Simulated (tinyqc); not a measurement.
Comparisons within one model: six-band k.p model of the valence band of a wurtzite crystal. A value that a table varies takes the place of the one given here.

At k = 0: E1 = D1c + D2c + Te + Le (pure HH); E2, E3 = Le + u +/- sqrt(u^2 + 2 D3c^2), u = (D1c - D2c + Te)/2, D1c = Dcr, D2c = D3c = Dso/3. The weight of LH in state 2 is fL = (E2 - Le)^2/((E2 - Le)^2 + 2 D3c^2). Relative strengths of transitions to the conduction band: for E perpendicular to c (TE) 1/2, fL/2, (1 - fL)/2; for E along c (TM) 0, 1 - fL, fL, with one momentum element for both directions.

Strain of a c-plane layer: exx = eyy = e_par, ezz = -2 (C13/C33) e_par; Le = D1 ezz + D2 (exx + eyy), Te = D3 ezz + D4 (exx + eyy).

Conduction edge: Ec = (top of the unstrained valence band) + Eg + (a1 + D1) ezz + (a2 + D2)(exx + eyy).
Constants: kB = 8.617333262e-05 eV/K.

Inputs chosen for the exercise (of the order of those of hexagonal CdSe; the results hold for these values, not for the real material): Dcr = 0.0448 eV (crystal-field splitting); Dso = 0.4153 eV (spin-orbit splitting); Eg = 1.825 eV (direct gap at Gamma from the top of the unstrained valence band); a1 = -0.76 eV (gap potential along c); a2 = -3.61 eV (gap potential in the plane); D1 = -1.03 eV; D2 = 1.03 eV; D3 = 4.04 eV; D4 = -2.24 eV; C13 = 40 GPa; C33 = 88 GPa; T = 400 K (temperature); e_par = -0.0172 (exx = eyy of a c-plane layer).

## Strain and the order of the valence edges

Edges from the unstrained top. Degree of polarisation (TE - TM)/(TE + TM), each state weighted by exp(E/kT) alone (equal densities of states).

Results:
```
e_par (%)  E1 (meV)  E2 (meV)  E3 (meV)     fL  lowest transition (eV)  polarisation
-1.20          61.9     -21.3    -412.9  0.505                  1.8055         0.844
-0.90          46.4     -24.3    -416.4  0.474                  1.8104         0.774
-0.60          30.9     -26.5    -420.6  0.443                  1.8153         0.675
-0.30          15.5     -28.0    -425.6  0.413                  1.8201         0.541
0.00            0.0     -28.8    -431.3  0.384                  1.8250         0.371
0.30          -15.5     -28.8    -437.8  0.356                  1.8299         0.173
0.60          -30.9     -28.2    -444.9  0.329                  1.8320        -0.035
0.90          -46.4     -26.9    -452.6  0.304                  1.8201        -0.230
1.20          -61.9     -25.1    -460.9  0.280                  1.8077        -0.395
```

E1 = E2 requires Dcr + Te = 0, which here falls at e_par = 0.55 %, inside the sweep: state 1 is on top for smaller e_par and state 2 beyond. The polarisation goes from +0.84 to -0.39 and changes sign between 0.30 and 0.60 %; the lowest transition moves by +1 meV per 1 % on average, not monotonically: it peaks at e_par = 0.60 % among these rows. The deformation potentials of this set are rough, and the small net slope can differ from measurement even in sign.

## Crystal field against spin-orbit coupling

No strain; Dcr is varied.

Results:
```
Dcr (meV)  Dcr/Dso  E1 (meV)  E2 (meV)  E3 (meV)  E1 - E2 (meV)  E1 - E3 (meV)     fL
-1107.5      -2.67    -969.1      30.0   -1276.0         -999.1          306.9  0.023
-553.7       -1.33    -415.3      51.5    -743.7         -466.8          328.4  0.065
-276.9       -0.67    -138.5      77.7    -493.1         -216.2          354.6  0.136
-138.4       -0.33       0.0     101.3    -378.2         -101.3          378.2  0.211
0.0           0.00     138.4     138.4    -276.9            0.0          415.3  0.333
138.4         0.33     276.8     195.8    -195.8           81.1          472.6  0.500
276.9         0.67     415.3     276.9    -138.4          138.4          553.8  0.667
553.7         1.33     692.1     493.0     -77.7          199.1          769.9  0.864
1107.5        2.67    1245.9    1007.1     -38.1          238.8         1284.0  0.964
```

At Dcr = 0 the cubic pattern returns: E1 = E2, E3 lies Dso = 415.3 meV lower and fL = 0.333 (1/3). For large positive Dcr, E1 - E2 tends to 2 Dso/3 = 276.9 meV (last row 238.8) and state 2 turns LH-like; for negative Dcr state 2 rises to the top and turns CH-like (98 % in the first row). In every row the two splittings add up to Dcr + Dso and multiply to (2/3) Dcr Dso.

## What each parameter does

Splittings at k = 0 under the strain, fL and the lowest transition. Each row changes one parameter from the base and keeps the others.

Results:
```
case              E1 - E2 (meV)  E1 - E3 (meV)      fL  lowest transition (eV)
base                     103.01         497.32  0.5591                  1.7971
D2 = 0.824 eV            103.01         497.32  0.5591                  1.7971
D4 = -1.792 eV            96.06         488.85  0.5397                  1.8125
Dso = 0.33224 eV          97.67         419.60  0.6154                  1.7971
D1 = -0.824 eV           103.01         497.32  0.5591                  1.7971
e_par = -0.02064         114.89         513.49  0.5936                  1.7915
C13 = 48 GPa             108.48         504.48  0.5748                  1.7821
a2 = -4.332 eV           103.01         497.32  0.5591                  1.8219
a1 = -0.912 eV           103.01         497.32  0.5591                  1.7947
```

The largest shifts from the base row, up to three for each result and ties (the steps differ in size, so this ranks the rows, not the parameters). E1 - E2 (meV): e_par +11.88, D4 -6.94, C13 +5.47; unchanged at the printed digits by D2, D1, a2 and a1. E1 - E3 (meV): Dso -77.72, e_par +16.17, D4 -8.47; unchanged at the printed digits by D2, D1, a2 and a1. fL: Dso +0.0563, e_par +0.0345, D4 -0.0194; unchanged at the printed digits by D2, D1, a2 and a1. lowest transition (eV): a2 +0.0248, D4 +0.0154, C13 -0.0150; unchanged at the printed digits by D2, Dso and D1. D1 and D2 shift all valence edges and the conduction edge alike, so they drop out of splittings and transitions.

Computed by tinyqc, a small Python program: `OMP_NUM_THREADS=1 python tinyqc.py 1080509 1080510 out.jsonl` (the numbers bound the seed that draws the inputs); one thread of a shared host (Intel(R) Xeon(R) Processor @ 2.30GHz), about 0.01 s for the whole set of steps.
